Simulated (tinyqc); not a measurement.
Spectrum around the gap: Franz-Keldysh effect at a direct gap.

Parabolic bands, vertical transitions, no excitons. For each hole band j: mr = me mj/(me + mj); joint density of states J_j(E) = (mr/c)^(3/2) sqrt(E - Eg)/(2 pi^2), both spins, c = hbar^2/2m0; averaged matrix element |e.p|^2 = m0 Ep/6; alpha_j(E) = 4 pi^2 alpha_f c Ep J_j/(3 nr E) in 1/angstrom (alpha_f the fine-structure constant, listed as alpha among the constants), times 1e8 for 1/cm.

In a field Fd (1 kV/cm = 1e-5 V/angstrom) the electro-optic energy of band j is th = (c (e Fd)^2/mr)^(1/3), and sqrt(E - Eg) in J_j is replaced by pi sqrt(th) [Ai'(b)^2 - b Ai(b)^2] with b = (Eg - E)/th; Ai is the Airy function.

Constants: hbar^2/2m0 = 3.80998211 eV angstrom^2; fine-structure constant alpha = 0.007297352564.

Inputs chosen for the exercise (near those of GaAs; shifted at random, so the results belong to these values and not to a real crystal):
```
symbol  value   unit   meaning
Eg      1.405   eV     direct gap
me      0.0671  m0     electron mass
mhh     0.508   m0     heavy-hole mass
mlh     0.0797  m0     light-hole mass
Ep      24.8    eV     Kane energy
nr      3.6            refractive index
Fd      30      kV/cm  uniform field
```

Absorption (1/cm):
```
E - Eg (eV)  alpha(0)  alpha(F)  change
-0.0449             0     1.548       2
-0.0359             0     6.747       7
-0.0269             0     26.66      27
-0.0180             0     92.68      93
-0.0090             0     286.1     286
0.0090           2463      1678    -785
0.0180           3461      3047    -415
0.0269           4205      4433     228
0.0359           4828      5239     411
0.0449           5366      5384      19
0.0539           5843      5630    -213
0.0718           6662      6754      93
0.0898           7360      7396      35
```

Give the missing row, E - Eg (eV) = 0.0000.

Computed row:
```
E - Eg (eV)  alpha(0)  alpha(F)  change
0.0000              0     757.1     757
```

At the gap alpha(F) = 757 1/cm; 35.9 meV below it 6.75 1/cm remain, the tail falling as exp(-(4/3) b^(3/2)). Among the energies listed the largest rise is 757 1/cm at E - Eg = 0.0 meV and the largest fall -785 1/cm at 9.0 meV. It changes sign between 0.0 and 9.0 meV, between 18.0 and 26.9 meV, between 44.9 and 53.9 meV and between 53.9 and 71.8 meV; th is 18.0 meV for heavy holes and 21.1 meV for light holes.

(tinyqc, `OMP_NUM_THREADS=1 python tinyqc.py 1651756 1651757 out.jsonl`, Intel(R) Xeon(R) Processor @ 2.30GHz, 1 thread, shared host, about 0.01 s.)
